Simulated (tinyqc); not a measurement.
## MOS inversion layer, Poisson-Schroedinger loop: effect of the extra shift of set B (strain)

Electrons confined at an insulator interface at z = 0, treated as a hard wall; parabolic valleys, Hartree approximation, no image or exchange terms. The depletion charge lies far deeper than the electrons and gives a uniform field q Nd/(eps0 eps_r); the gate balances all charge. Energies are counted from the band edge at the interface.

Schroedinger equation -(C/mz) psi'' + (V0 + U + dE for set B) psi = E psi, C = hbar^2/(2 m0), psi(0) = 0, on a uniform mesh of 800 nodes with a far wall at 19 nm, 8 levels a set; V0 = q Nd z/(eps0 eps_r); dU/dz = q (Ns - integral of n from 0 to z)/(eps0 eps_r), U(0) = 0; N_k = g md m0 q Vt/(pi hbar^2) ln(1 + exp((EF - E_k)/Vt)), g the number of valleys of the set, sum N_k = Ns. Triangular well: E_k = a_k (C F^2/mz)^(1/3), a_1 = 2.338107, a_2 = 4.087949, C = hbar^2/(2 m0), F in eV/nm. Fang-Howard (all electrons in the lowest level of set A): b^3 = 6 (mz1/C) q (Nd + 11 Ns/32)/(eps0 eps_r), centroid 3/b, level C b^2/(4 mz1) + (3/b) q (Nd + 11 Ns/16)/(eps0 eps_r). The centroid adds 3.9 z_av/eps_r to an oxide-equivalent thickness.

Values chosen for this exercise; masses and permittivity close to those of silicon (100): temperature T = 300 K; relative permittivity eps_r = 11.7; mass along z of valley set A (2 valley(s)) mz1 = 0.928 m0; in-plane density-of-states mass of set A md1 = 0.191 m0; mass along z of valley set B (4 valley(s)) mz2 = 0.189 m0; in-plane density-of-states mass of set B md2 = 0.412 m0; sheet density of electrons Ns = 3.4e11 cm^-2; sheet density of depletion charge Nd = 3e12 cm^-2.

Constants: q = 1.602176634e-19 C, kB = 1.380649e-23 J/K, hbar = 1.054571817e-34 J s, m0 = 9.1093837015e-31 kg, Vt = kB T/q, eps0 = 8.8541878128e-14 F/cm where lengths are in cm, hbar^2/(2 m0) = 0.0380998212 eV nm^2. Results are converted to the units shown.

The same in every row: Fang-Howard centroid (nm) = 1.56.

Results:

| dE (eV) | A1 (meV) | B1 (meV) | EF (meV) | share of A1 (%) | share of set A (%) | centroid z_av (nm) | added oxide equivalent (nm) |
|---|---|---|---|---|---|---|---|
| -0.05 | 111 | 136 | 20.9 | 37.0 | 38.8 | 2.14 | 0.713 |
| -0.02 | 110 | 165 | 34.6 | 63.0 | 66.3 | 1.87 | 0.623 |
| 0.01 | 110 | 195 | 41.3 | 81.7 | 86.0 | 1.67 | 0.558 |
| 0.04 | 110 | 224 | 43.9 | 90.3 | 95.1 | 1.58 | 0.528 |
| 0.07 | 110 | 254 | 44.8 | 93.4 | 98.4 | 1.55 | 0.517 |
| 0.1 | 110 | 284 | 45.0 | 94.5 | 99.5 | 1.54 | 0.514 |
| 0.16 | 110 | 344 | 45.2 | 94.9 | 100 | 1.54 | 0.512 |

Estimate the missing row, dE = 0.13 eV.

Computed row:

| dE (eV) | A1 (meV) | B1 (meV) | EF (meV) | share of A1 (%) | share of set A (%) | centroid z_av (nm) | added oxide equivalent (nm) |
|---|---|---|---|---|---|---|---|
| 0.13 | 110 | 314 | 45.1 | 94.8 | 99.8 | 1.54 | 0.513 |

With this row back in the table: As dE goes from -0.05 to 0.16, A1 falls from 111 to 110 meV, the share of A1 rises from 37.0 to 94.9 % and the centroid falls from 2.14 to 1.54 nm. The Fang-Howard centroid is 27 % below the full one in the first row, where A1 holds 37.0 %, and 1.8 % above it in the last, where A1 holds 94.9 %.

Program tinyqc, `OMP_NUM_THREADS=1 python tinyqc.py 2160103 2160104 out.jsonl`; Intel Xeon 2.30GHz, shared host, one thread, about 0.8 s.
